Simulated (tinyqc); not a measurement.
Coupling and lever arm from microwave spectroscopy.

Question. A charge qubit absorbs at h f = sqrt(ep^2 + 4 tc^2), ep = al (V - V0). Find al, V0 and tc.

Constants: q = 1.602176634e-19 C, h = 6.62607015e-34 J s. Results are converted to the units shown.

gate voltage (mV): -0.285  1.09  2.19
resonance frequency Om/h (GHz): 19.948411  17.842401  28.770008

Answer. (h f)^2 is a parabola in V: its curvature gives al, its vertex V0 and 4 tc^2.

al = 0.06000 eV/V
V0 = 0.5400 mV
tc = 33.00 ueV

Program tinyqc, `OMP_NUM_THREADS=1 python tinyqc.py 2470101 2470102 out.jsonl`; Intel Xeon 2.30GHz, shared host, one thread, about 0.01 s.
